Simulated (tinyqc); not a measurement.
Free and nearly free electrons in a metal, step by step. Values are carried at full precision from step to step, so a last printed digit may differ when a step is redone from the rounded ones.

The cubic cell holds 4 atoms: n = 4 z/a^3, kF = (3 pi^2 n)^(1/3), EF = c kF^2/m, vF = 2 c kF/(m hbar), c = hbar^2/2m0; rs = (3/(4 pi n))^(1/3)/a0; D(EF) = 3 n/(2 EF).

Constants: hbar^2/2m0 = 3.80998211 eV angstrom^2; hbar = 6.58211957e-16 eV s; a0 (Bohr radius) = 0.5291772105 angstrom; kB = 8.617333262e-05 eV/K.

Values chosen for the exercise (near those of Cu, whose d bands this model ignores; shifted at random, so the results belong to these values and not to a real crystal):
- a = 3.638 angstrom (fcc lattice constant)
- z = 1 (free electrons an atom)
- m = 1 m0 (mass)
- rho = 1.69 micro-ohm cm (bulk resistivity)
- T = 320 K
- V = 1.14 eV (|V_G| for G = (111))
- x = 0.73 (k along G as a share of |G|/2)

## The Fermi sphere

Evaluate the free-electron quantities.

n = 0.08308 1/angstrom^3
kF = 1.3499 1/angstrom
EF = 6.943 eV
vF = 1.563e+06 m/s
rs = 2.687
D(EF) per atom = 0.2161 1/eV

## Relaxation time and mean free path

Drude: 1/rho = n e^2 tau/(m m0) with e = 1.602176634e-19 C and m0 = 9.1093837e-31 kg; mean free path l = vF tau; rho l = hbar kF/(n e^2) = 12 pi^3 hbar/(e^2 S) with S = 4 pi kF^2 does not depend on tau or m.

Use SI units: n in 1/m^3 (1e30 per 1/angstrom^3), rho in ohm m (1e-8 per micro-ohm cm).

tau = 25.28 fs
l = 39.50 nm
rho l = 6.675 1e-16 ohm m^2

Wires lose conductivity to surfaces and grain boundaries, with an excess that scales as rho l over the width and is of the order of rho itself at a width of l = 39 nm.

## Thermal quantities

gamma = (pi^2/3) kB^2 D(EF) per atom, times 96485.33 x 1e3 for mJ/(mol K^2); mu(T) = EF (1 - (pi kB T/EF)^2/12); Wiedemann-Franz kappa = L0 T/rho with L0 = (pi^2/3) (kB/e)^2, kB/e in V/K.

gamma = 0.509 mJ/(mol K^2)
mu - EF = -0.0901 meV
kappa = 463 W/(m K)

## The sphere against the zone faces

Take G = (hkl) 2 pi/a for (111), (200) and (220), with the number of equivalent faces. The Bragg plane of G lies at |G|/2 with |G| = (2 pi/a) sqrt(h^2 + k^2 + l^2). Where kF exceeds it, the sphere cuts the plane in a circle of radius sqrt(kF^2 - G^2/4).

Distance and circle for each G:
```
G      faces  |G|/2 (1/angstrom)  kF/(|G|/2)  circle radius
(111)      8              1.4957      0.9025              -
(200)      6              1.7271      0.7816              -
(220)     12              2.4425      0.5527              -
```

The sphere stays inside the first zone; it reaches 0.903 of the way to the nearest faces.

## Two plane waves near the face

Two plane waves k and k - G, G = (111) (2 pi/a): H = [[c k^2/m, V], [V, c (k - G)^2/m]] with c = hbar^2/2m0.

Build H for k along G, diagonalise, and give the weight of the first wave in the lower state and its velocity along G relative to a free electron, (w k + (1 - w)(k - G))/k.

H (eV):
```
[[4.5422, 1.1400],
 [1.1400, 13.7476]]
```

levels (eV): [4.4031, 13.8866]

w = 0.9853
v/v_free = 0.9598

The splitting is 9.484 eV here and 2V = 2.28 eV on the face, where the normal velocity vanishes. There the lower band lies at 7.384 eV, above the free EF of 6.943 eV, so the Fermi surface does not reach the face. The real noble metals have necks on these faces, through a gap of 4 to 5 eV at L and their d bands.

## Checks

- Lower level against the closed form of the 2 x 2 problem (eV): both 4.4031.
- The product rho l against hbar kF/(n e^2) (1e-16 ohm m^2): both 6.675.

Computed by tinyqc, a small Python program: `OMP_NUM_THREADS=1 python tinyqc.py 1681712 1681713 out.jsonl` (the numbers bound the seed that draws the inputs); one thread of a shared host (Intel(R) Xeon(R) Processor @ 2.30GHz), about 0.01 s for the whole set of steps.
